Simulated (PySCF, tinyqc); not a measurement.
Worked calculation: CCSD on RHF in the 3-21g basis, for H3+, spin multiplicity 1. The lowest restricted solution is unstable here: a spin-polarised one lies 0.0016 hartree lower (PySCF). Computed by tinyqc, a small Python program that keeps every step (integrals from PySCF). Settings: charge = 1, multiplicity = 1, basis = 3-21g, method = RHF, energy threshold = 1e-10, iteration cap = 51, orthogonalisation = canonical, start = Wolfsberg-Helmholz matrix, DIIS depth = 6, amplitude equations = CCSD, DIIS depth for amplitudes = 0, cap on updates = 50. Command: `OMP_NUM_THREADS=1 python tinyqc.py 24457 24458 out.jsonl` (the two numbers bound the seeds that draw the settings). One thread of a shared host (Intel(R) Xeon(R) Processor @ 2.60GHz), about 0.2 s of CPU time with the checks. The early iterations of the SCF are left out here.

## One-electron integrals

Geometry (angstrom):
```
atom         x         y          z
H     0.000000  0.000000   0.000000
H     0.000000  0.000000   1.126000
H     0.000000  0.000000  -1.126000
```

Basis 3-21g: exponents (1/bohr^2) and contraction coefficients of normalised primitives:
```
element  l (shell)  exponent  coefficient
H            s (1)  5.447178     0.156285
H            s (1)  0.824547     0.904691
H            s (2)  0.183192     1.000000
```

Overlap, kinetic and nuclear-attraction integrals over the contracted functions; the nuclear repulsion is the sum of Za Zb / Rab.

nuclear repulsion = 1.17490500 hartree

overlap S, lower triangle:
```
          1H 1s     1H 2s     2H 1s     2H 2s     3H 1s     3H 2s
1H 1s  1.000000
1H 2s  0.645899  1.000000
2H 1s  0.132708  0.325713  1.000000
2H 2s  0.325713  0.660528  0.645899  1.000000
3H 1s  0.132708  0.325713  0.000468  0.041924  1.000000
3H 2s  0.325713  0.660528  0.041924  0.190355  0.645899  1.000000
```

kinetic energy T (hartree), lower triangle:
```
           1H 1s     1H 2s      2H 1s      2H 2s     3H 1s     3H 2s
1H 1s   1.549405
1H 2s   0.293152  0.274788
2H 1s  -0.053588  0.080214   1.549405
2H 2s   0.080214  0.131323   0.293152   0.274788
3H 1s  -0.053588  0.080214  -0.002309  -0.015588  1.549405
3H 2s   0.080214  0.131323  -0.015588  -0.005540  0.293152  0.274788
```

nuclear attraction V (hartree), lower triangle:
```
           1H 1s      1H 2s      2H 1s      2H 2s      3H 1s      3H 2s
1H 1s  -2.660756
1H 2s  -1.388306  -1.558509
2H 1s  -0.285145  -0.641805  -2.425818
2H 2s  -0.688240  -0.997304  -1.237259  -1.355674
3H 1s  -0.285145  -0.641805  -0.001119  -0.082628  -2.425818
3H 2s  -0.688240  -0.997304  -0.082628  -0.296670  -1.237259  -1.355674
```

core Hamiltonian H = T + V (hartree), lower triangle:
```
           1H 1s      1H 2s      2H 1s      2H 2s      3H 1s      3H 2s
1H 1s  -1.111351
1H 2s  -1.095155  -1.283721
2H 1s  -0.338733  -0.561591  -0.876413
2H 2s  -0.608027  -0.865981  -0.944107  -1.080886
3H 1s  -0.338733  -0.561591  -0.003428  -0.098216  -0.876413
3H 2s  -0.608027  -0.865981  -0.098216  -0.302210  -0.944107  -1.080886
```

## Two-electron integrals

Functions are numbered as in S; the eight-fold symmetry (ij|kl) = (ji|kl) = (kl|ij) leaves the list below.

Two-electron integrals (ij|kl) in chemists' order, unique and non-zero (hartree):
```
(11|11) 1.140145   (21|11) 0.611403   (21|21) 0.345152   (22|11) 0.626370
(22|21) 0.380329   (22|22) 0.482957   (31|11) 0.106256   (31|21) 0.062598
(31|22) 0.073658   (31|31) 0.018039   (32|11) 0.177547   (32|21) 0.111011
(32|22) 0.149092   (32|31) 0.035432   (32|32) 0.087175   (33|11) 0.467907
(33|21) 0.299202   (33|22) 0.425216   (33|31) 0.106256   (33|32) 0.297979
(33|33) 1.140145   (41|11) 0.297979   (41|21) 0.169519   (41|22) 0.189236
(41|31) 0.035432   (41|32) 0.064417   (41|33) 0.177547   (41|41) 0.087175
(42|11) 0.370188   (42|21) 0.227580   (42|22) 0.298263   (42|31) 0.054163
(42|32) 0.121169   (42|33) 0.370188   (42|41) 0.121169   (42|42) 0.210713
(43|11) 0.299202   (43|21) 0.190191   (43|22) 0.268128   (43|31) 0.062598
(43|32) 0.169519   (43|33) 0.611403   (43|41) 0.111011   (43|42) 0.227580
(43|43) 0.345152   (44|11) 0.425216   (44|21) 0.268128   (44|22) 0.377024
(44|31) 0.073658   (44|32) 0.189236   (44|33) 0.626370   (44|41) 0.149092
(44|42) 0.298263   (44|43) 0.380329   (44|44) 0.482957   (51|11) 0.106256
(51|21) 0.062598   (51|22) 0.073658   (51|31) 0.008335   (51|32) 0.015371
(51|33) 0.041701   (51|41) 0.027240   (51|42) 0.037180   (51|43) 0.026925
(51|44) 0.041110   (51|51) 0.018039   (52|11) 0.177547   (52|21) 0.111011
(52|22) 0.149092   (52|31) 0.015371   (52|32) 0.030224   (52|33) 0.083897
(52|41) 0.048424   (52|42) 0.073405   (52|43) 0.054185   (52|44) 0.083529
(52|51) 0.035432   (52|52) 0.087175   (53|11) 0.000503   (53|21) 0.000276
(53|22) 0.000289   (53|31) 0.000049   (53|32) 0.000083   (53|33) 0.000219
(53|41) 0.000135   (53|42) 0.000172   (53|43) 0.000140   (53|44) 0.000198
(53|51) 0.000049   (53|52) 0.000083   (53|53) 2.25e-07   (54|11) 0.027059
(54|21) 0.016517   (54|22) 0.020961   (54|31) 0.002281   (54|32) 0.004362
(54|33) 0.011980   (54|41) 0.007244   (54|42) 0.010527   (54|43) 0.007735
(54|44) 0.011856   (54|51) 0.004893   (54|52) 0.010870   (54|53) 0.000013
(54|54) 0.001424   (55|11) 0.467907   (55|21) 0.299202   (55|22) 0.425216
(55|31) 0.041701   (55|32) 0.083897   (55|33) 0.234981   (55|41) 0.129858
(55|42) 0.204375   (55|43) 0.151774   (55|44) 0.234775   (55|51) 0.106256
(55|52) 0.297979   (55|53) 0.000219   (55|54) 0.034787   (55|55) 1.140145
(61|11) 0.297979   (61|21) 0.169519   (61|22) 0.189236   (61|31) 0.027240
(61|32) 0.048424   (61|33) 0.129858   (61|41) 0.079770   (61|42) 0.106485
(61|43) 0.083312   (61|44) 0.121847   (61|51) 0.035432   (61|52) 0.064417
(61|53) 0.000135   (61|54) 0.009405   (61|55) 0.177547   (61|61) 0.087175
(62|11) 0.370188   (62|21) 0.227580   (62|22) 0.298263   (62|31) 0.037180
(62|32) 0.073405   (62|33) 0.204375   (62|41) 0.106485   (62|42) 0.164494
(62|43) 0.131165   (62|44) 0.195905   (62|51) 0.054163   (62|52) 0.121169
(62|53) 0.000172   (62|54) 0.016095   (62|55) 0.370188   (62|61) 0.121169
(62|62) 0.210713   (63|11) 0.027059   (63|21) 0.016517   (63|22) 0.020961
(63|31) 0.004893   (63|32) 0.010870   (63|33) 0.034787   (63|41) 0.009405
(63|42) 0.016095   (63|43) 0.020214   (63|44) 0.023408   (63|51) 0.002281
(63|52) 0.004362   (63|53) 0.000013   (63|54) 0.000637   (63|55) 0.011980
(63|61) 0.007244   (63|62) 0.010527   (63|63) 0.001424   (64|11) 0.119233
(64|21) 0.072398   (64|22) 0.091933   (64|31) 0.014021   (64|32) 0.028380
(64|33) 0.080942   (64|41) 0.036022   (64|42) 0.056776   (64|43) 0.051039
(64|44) 0.071768   (64|51) 0.014021   (64|52) 0.028380   (64|53) 0.000055
(64|54) 0.003990   (64|55) 0.080942   (64|61) 0.036022   (64|62) 0.056776
(64|63) 0.003990   (64|64) 0.017500   (65|11) 0.299202   (65|21) 0.190191
(65|22) 0.268128   (65|31) 0.026925   (65|32) 0.054185   (65|33) 0.151774
(65|41) 0.083312   (65|42) 0.131165   (65|43) 0.098029   (65|44) 0.151510
(65|51) 0.062598   (65|52) 0.169519   (65|53) 0.000140   (65|54) 0.020214
(65|55) 0.611403   (65|61) 0.111011   (65|62) 0.227580   (65|63) 0.007735
(65|64) 0.051039   (65|65) 0.345152   (66|11) 0.425216   (66|21) 0.268128
(66|22) 0.377024   (66|31) 0.041110   (66|32) 0.083529   (66|33) 0.234775
(66|41) 0.121847   (66|42) 0.195905   (66|43) 0.151510   (66|44) 0.232632
(66|51) 0.073658   (66|52) 0.189236   (66|53) 0.000198   (66|54) 0.023408
(66|55) 0.626370   (66|61) 0.149092   (66|62) 0.298263   (66|63) 0.011856
(66|64) 0.071768   (66|65) 0.380329   (66|66) 0.482957
```

## Orthogonalisation

S = U s U^T; canonical form X = U s^(-1/2), so that X^T S X = 1. Each column of U has its largest component positive (the first on a tie).

eigenvalues of S: 0.095409  0.293196  0.407575  0.872452  1.515980  2.815387

X:
```
               1          2          3          4          5         6
1H 1s  -0.780295   0.000000   0.824668   0.764210   0.000000  0.234788
1H 2s   2.380793   0.000000  -0.528485   0.203717   0.000000  0.331380
2H 1s   0.330467  -0.848681   0.697670  -0.486646   0.436484  0.173324
2H 2s  -1.411695   0.992513  -0.510232  -0.153341   0.373230  0.255118
3H 1s   0.330467   0.848681   0.697670  -0.486646  -0.436484  0.173324
3H 2s  -1.411695  -0.992513  -0.510232  -0.153341  -0.373230  0.255118
```

## Iteration 7 (converged): orbitals

converged F (hartree), lower triangle:
```
           1H 1s      1H 2s      2H 1s      2H 2s      3H 1s      3H 2s
1H 1s  -0.202278
1H 2s  -0.707762  -0.744516
2H 1s  -0.350733  -0.442288  -0.097193
2H 2s  -0.472160  -0.549537  -0.544335  -0.526412
3H 1s  -0.350733  -0.442288  -0.061781  -0.157542  -0.097193
3H 2s  -0.472160  -0.549537  -0.157542  -0.285955  -0.544335  -0.526412
```

Diagonalise F' = X^T F X, C = X C', fill 1 alpha and 1 beta electrons from the bottom; D = 2 C_occ C_occ^T. Each column has its largest component positive (the first on a tie).

F' = X^T F X (hartree), lower triangle:
```
           1          2          3          4          5          6
1   0.600869
2   0.000000   0.778474
3  -0.124441   0.000000   0.740162
4  -0.464607   0.000000  -0.030835   0.294718
5   0.000000  -0.242006   0.000000   0.000000  -0.332534
6  -0.044757   0.000000  -0.057221  -0.050408   0.000000  -0.900147
```

orbital energies (hartree): MO1 -0.907958, MO2 -0.382960, MO3 -0.047224, MO4 0.722419, MO5 0.828901, MO6 0.968363

coefficients C:
```
            MO1        MO2        MO3        MO4        MO5        MO6
1H 1s  0.273911   0.000000   0.227024   0.353393   0.000000  -1.294846
1H 2s  0.446099   0.000000   1.469962  -0.035703   0.000000   1.933318
2H 1s  0.186927   0.254187  -0.125996   0.861800   0.919874   0.263254
2H 2s  0.150487   0.567843  -1.033262  -0.745354  -0.895510  -0.834260
3H 1s  0.186927  -0.254187  -0.125996   0.861800  -0.919874   0.263254
3H 2s  0.150487  -0.567843  -1.033262  -0.745354   0.895510  -0.834260
```

D after iteration 7, lower triangle:
```
          1H 1s     1H 2s     2H 1s     2H 2s     3H 1s     3H 2s
1H 1s  0.150054
1H 2s  0.244383  0.398009
2H 1s  0.102403  0.166776  0.069883
2H 2s  0.082440  0.134265  0.056260  0.045293
3H 1s  0.102403  0.166776  0.069883  0.056260  0.069883
3H 2s  0.082440  0.134265  0.056260  0.045293  0.056260  0.045293
```

## Convergence

Stop when the energy changes by less than 1e-10 hartree and every element of the error matrix X^T (F D S - S D F) X is below 3e-06.

Course of the cycle:
```
iteration  E (hartree)     change  largest element of the error matrix
1          -1.10514480          -                             3.21e-01
2          -1.16822454  -6.31e-02                             6.05e-02
3          -1.17043652  -2.21e-03                             2.53e-03
4          -1.17043933  -2.81e-06                             2.08e-04
5          -1.17043937  -3.65e-08                             2.15e-05
6          -1.17043937  -2.72e-10                             4.96e-08
7          -1.17043937  -2.22e-15                             1.95e-08
```

PySCF RHF in the same basis = -1.17043937 hartree

Converged in 7 iterations.

## Integrals over molecular orbitals

(pq|rs) = sum C_ip C_jq C_kr C_ls (ij|kl), one index at a time.

one-electron integrals over orbitals h = C^T H C (hartree), lower triangle:
```
           1          2          3          4         5          6
1  -1.437386
2   0.000000  -1.103347
3  -0.082080   0.000000  -0.799547
4  -0.062378   0.000000   0.092647  -0.073433
5   0.000000  -0.114911   0.000000   0.000000  0.060946
6   0.075693   0.000000   0.179148   0.048033  0.000000  -0.031686
```

Two-electron integrals over orbitals (pq|rs), unique and non-zero (hartree):
```
(11|11) 0.529428    (21|21) 0.121139    (22|11) 0.420763    (22|22) 0.434281
(31|11) 0.082080    (31|22) -0.016978   (31|31) 0.080821    (32|21) -0.099745
(32|32) 0.108259    (33|11) 0.416572    (33|22) 0.381288    (33|31) 0.026200
(33|33) 0.377613    (41|11) 0.062378    (41|22) 0.072757    (41|31) -0.011527
(41|33) 0.045618    (41|41) 0.049050    (42|21) 0.067552    (42|32) -0.050769
(42|42) 0.076858    (43|11) -0.052087   (43|22) -0.057608   (43|31) 0.006690
(43|33) -0.032049   (43|41) -0.028000   (43|43) 0.033905    (44|11) 0.422452
(44|22) 0.426737    (44|31) -0.009510   (44|33) 0.372055    (44|41) 0.081952
(44|43) -0.069112   (44|44) 0.445514    (51|21) 0.049995    (51|32) -0.038746
(51|42) 0.056760    (51|51) 0.042509    (52|11) 0.082453    (52|22) 0.097521
(52|31) -0.016302   (52|33) 0.055969    (52|41) 0.059109    (52|43) -0.046974
(52|44) 0.114403    (52|52) 0.081315    (53|21) -0.026132   (53|32) 0.011487
(53|42) -0.044626   (53|51) -0.031451   (53|53) 0.033535    (54|21) 0.155649
(54|32) -0.139612   (54|42) 0.105838    (54|51) 0.079589    (54|53) -0.043392
(54|54) 0.233176    (55|11) 0.405232    (55|22) 0.429621    (55|31) -0.025861
(55|33) 0.367763    (55|41) 0.086814    (55|43) -0.068404   (55|44) 0.447559
(55|52) 0.118325    (55|55) 0.454432    (61|11) -0.075693   (61|22) 0.000875
(61|31) -0.063213   (61|33) -0.045211   (61|41) -0.007686   (61|43) -0.016686
(61|44) 0.002952    (61|52) 0.009544    (61|55) 0.011049    (61|61) 0.092070
(62|21) 0.031547    (62|32) -0.018989   (62|42) 0.029713    (62|51) 0.021435
(62|53) -0.019582   (62|54) 0.045046    (62|62) 0.017322    (63|11) -0.121180
(63|22) -0.050081   (63|31) -0.055857   (63|33) -0.065489   (63|41) -0.031345
(63|43) 0.012729    (63|44) -0.057436   (63|52) -0.031060   (63|55) -0.048544
(63|61) 0.070966    (63|63) 0.081789    (64|11) -0.027860   (64|22) 0.028487
(64|31) -0.046844   (64|33) -0.001870   (64|41) 0.022669    (64|43) -0.011740
(64|44) 0.030479    (64|52) 0.028479    (64|55) 0.042892    (64|61) 0.033343
(64|63) 0.023554    (64|64) 0.038827    (65|21) 0.052281    (65|32) -0.051746
(65|42) 0.038165    (65|51) 0.029639    (65|53) -0.012866   (65|54) 0.081417
(65|62) 0.012643    (65|65) 0.032218    (66|11) 0.546060    (66|22) 0.379450
(66|31) 0.132235    (66|33) 0.424093    (66|41) 0.054883    (66|43) -0.028130
(66|44) 0.388381    (66|52) 0.056593    (66|55) 0.362621    (66|61) -0.152769
(66|63) -0.171865   (66|64) -0.066306   (66|66) 0.663510
```

## CCSD: starting amplitudes

t_ij^ab = <ij||ab> / (e_i + e_j - e_a - e_b), whose energy is MP2.

Starting amplitudes (spin orbitals 1a, 1b, ...; amplitudes related by a flip of all spins are not repeated):
```
from      to          t
1a 1b  2a 2b  -0.115371
1a 1b  3a 3b  -0.046949
1a 1b  6a 6b  -0.024535
1a 1b  3a 6b   0.023095
1a 1b  2a 5b  -0.022103
1a 1b  4a 4b  -0.015043
1a 1b  5a 5b  -0.012237
1a 1b  3a 4b   0.004627
1a 1b  4a 6b   0.002192
```

correlation energy = -0.02655764 hartree

## CCSD: amplitude update 1

t_i^a D_i^a and t_ij^ab D_ij^ab are set to the remaining terms of the spin-orbital equations, evaluated with the old amplitudes; for the doubles these are <ij||ab> + 1/2 <ab||ef> t_ij^ef + 1/2 <mn||ij> t_mn^ab + P(ij)P(ab) <mb||ej> t_im^ae + terms in t^2 + terms with t1, D the orbital-energy denominators.

Amplitudes after update 1 (spin orbitals 1a, 1b, ...; amplitudes related by a flip of all spins are not repeated):
```
from      to          t
1a 1b  2a 2b  -0.157151
1a 1b  3a 3b  -0.056680
1a 1b  3a 6b   0.029268
1a 1b  6a 6b  -0.027799
1a 1b  2a 5b  -0.024986
1a        3a  -0.016140
1a 1b  4a 4b  -0.011962
1a        4a   0.010235
1a 1b  5a 5b  -0.009470
1a 1b  4a 6b   0.004140
1a 1b  3a 4b   0.002391
1a        6a  -0.000551
```

correlation energy = -0.03345513 hartree

## CCSD: convergence

E_corr = 1/4 sum <ij||ab> t_ij^ab + 1/2 sum <ij||ab> t_i^a t_j^b; stop when the norm of the change is below 1e-8.

Course of the amplitude iterations:
```
update  correlation energy (hartree)  norm of the change
0                        -0.02655764                   -
1                        -0.03345513            9.30e-02
2                        -0.03647372            4.54e-02
3                        -0.03784950            2.31e-02
4                        -0.03852006            1.21e-02
5                        -0.03885755            6.46e-03
6                        -0.03903106            3.46e-03
7                        -0.03912152            1.86e-03
8                        -0.03916914            1.00e-03
9                        -0.03919439            5.42e-04
10                       -0.03920785            2.93e-04
11                       -0.03921505            1.59e-04
12                       -0.03921892            8.59e-05
13                       -0.03922100            4.65e-05
14                       -0.03922212            2.52e-05
15                       -0.03922272            1.36e-05
16                       -0.03922305            7.39e-06
17                       -0.03922322            4.00e-06
18                       -0.03922332            2.17e-06
19                       -0.03922337            1.18e-06
20                       -0.03922340            6.37e-07
21                       -0.03922341            3.45e-07
22                       -0.03922342            1.87e-07
23                       -0.03922343            1.01e-07
24                       -0.03922343            5.49e-08
25                       -0.03922343            2.97e-08
26                       -0.03922343            1.61e-08
27                       -0.03922343            8.74e-09
```

Converged amplitudes (spin orbitals 1a, 1b, ...; amplitudes related by a flip of all spins are not repeated):
```
from      to          t
1a 1b  2a 2b  -0.200725
1a 1b  3a 3b  -0.058973
1a        3a  -0.036294
1a 1b  3a 6b   0.030923
1a 1b  2a 5b  -0.030179
1a 1b  6a 6b  -0.026425
1a        4a   0.018333
1a 1b  4a 4b  -0.009600
1a 1b  5a 5b  -0.008833
1a 1b  4a 6b   0.004287
1a        6a  -0.000345
1a 1b  3a 4b   0.000266
```

CCSD total energy = -1.20966280 hartree

T1 diagnostic, norm of the one-spin t1 over sqrt(correlated electrons) = 0.028753

Converged in 27 updates.
